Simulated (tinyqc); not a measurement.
# Planar ballistic transistor, top-of-the-barrier model, step by step

tinyqc, about 0.02 s, one thread, Intel Xeon 2.30GHz (shared host): `OMP_NUM_THREADS=1 python tinyqc.py 2400145 2400146 out.jsonl` Printed values are rounded.

At the top of the source barrier, states moving towards the drain are filled by the source (Fermi level 0) and states moving back by the drain (Fermi level -q Vd); nothing scatters. U is the shift of the band edge there, set by the capacitances CG, CD and CS (the total) and by the charge. Parabolic two-dimensional band; the source is grounded.

Inputs (values chosen for the exercise); mass and valleys close to those of indium arsenide: temperature T = 250 K; effective mass m = 0.0295 m0; valley degeneracy gv = 1; relative permittivity of the gate insulator eox = 22; insulator thickness tox = 3.1 nm; gate control CG/CS aG = 0.92; drain control CD/CS aD = 0.04; band edge at the barrier top above the source Fermi level at zero bias E0 = 0.18 eV; gate voltage Vg = 0.37 V; drain voltage Vd = 0.05 V.

Constants: q = 1.602176634e-19 C, kB = 1.380649e-23 J/K, hbar = 1.054571817e-34 J s, m0 = 9.1093837015e-31 kg, Vt = kB T/q, eps0 = 8.8541878128e-14 F/cm where lengths are in cm. Results are converted to the units shown.

## Density of states, capacitances and charge at zero bias

N0 = gv m kB T/(pi hbar^2), CG = eps0 eox/tox, vT = sqrt(2 kB T/(pi m)), CS = CG/aG, n0 = n at U = 0 and Vd = 0. eta1 = -(E0 + U)/Vt, eta2 = eta1 - Vd/Vt, n = (N0/2)[F_0(eta1) + F_0(eta2)], F_0(x) = ln(1 + exp x). UL = -(aG Vg + aD Vd).

N0 = 2.65480e11 cm^-2
CG = 6.28362 uF/cm^2
CS = 6.83002 uF/cm^2
n0 = 6.24224e7 cm^-2
UL = -0.3424 eV

## Iteration 1: self-consistent potential at the barrier top

U at the start (U = UL) = -0.3424 eV

eta1 = -(E0 + U)/Vt, eta2 = eta1 - Vd/Vt, n = (N0/2)[F_0(eta1) + F_0(eta2)], F_0(x) = ln(1 + exp x). U(out) = UL + q (n - n0)/CS. U(new) = U(out).

eta1 = 7.53829
eta2 = 5.21739
n = 1.69398e12 cm^-2
U(out) = -0.302664 eV
U after iteration 1 = -0.302664 eV

## Iteration 2: self-consistent potential at the barrier top

As before.

eta1 = 5.69384
eta2 = 3.37294
n = 1.20845e12 cm^-2
U(out) = -0.314054 eV
U after iteration 2 = -0.314054 eV

## Course of the iteration: self-consistent potential at the barrier top

Stop when U changes by less than 1e-9 eV, or after 90 iterations.

Course of the iteration:
```
iteration     U (eV)  |change| (eV)
1          -0.302664         0.0397
2          -0.314054         0.0114
3          -0.310808        3.25e-3
4          -0.311736        9.27e-4
5          -0.311471        2.65e-4
6          -0.311546        7.56e-5
7          -0.311525        2.16e-5
8          -0.311531        6.16e-6
9          -0.311529        1.76e-6
10         -0.311530        5.02e-7
11         -0.311530        1.43e-7
12         -0.311530        4.10e-8
13         -0.311530        1.17e-8
14         -0.311530        3.34e-9
15         -0.311530       9.54e-10
```

Converged in 15 iterations. At the end each change is about 0.29 times the one before, with alternating sign: linear convergence.

## Current, mean velocity and share of the gate voltage

converged U = -0.311530 eV

N0 = gv m kB T/(pi hbar^2), CG = eps0 eox/tox, vT = sqrt(2 kB T/(pi m)), CS = CG/aG, n0 = n at U = 0 and Vd = 0. eta1 = -(E0 + U)/Vt, eta2 = eta1 - Vd/Vt, n = (N0/2)[F_0(eta1) + F_0(eta2)], F_0(x) = ln(1 + exp x). I = q (N0/2) vT [F_(1/2)(eta1) - F_(1/2)(eta2)] per width, F_(1/2)(x) = (2/sqrt(pi)) int_0^infinity u^(1/2)/(1 + exp(u - x)) du. Mean velocity I/(q n). CQ = (q/Vt) dn/d(eta1); the band edge follows the gate as -dU/dVg = aG/(1 + CQ/CS).

eta1 = 6.10535
n = 1.31605e12 cm^-2
I = 345.891 uA/um
mean velocity = 1.64042e7 cm/s
CQ = 1.95025 uF/cm^2
-dU/dVg = 0.715652 eV/V

The carriers from the source are degenerate (eta1 = 6.11), and the mean velocity is 0.574 times vT = sqrt(2 kB T/(pi m)) = 2.86e7 cm/s. The drain fills a good part of the returning states, which lowers the mean.
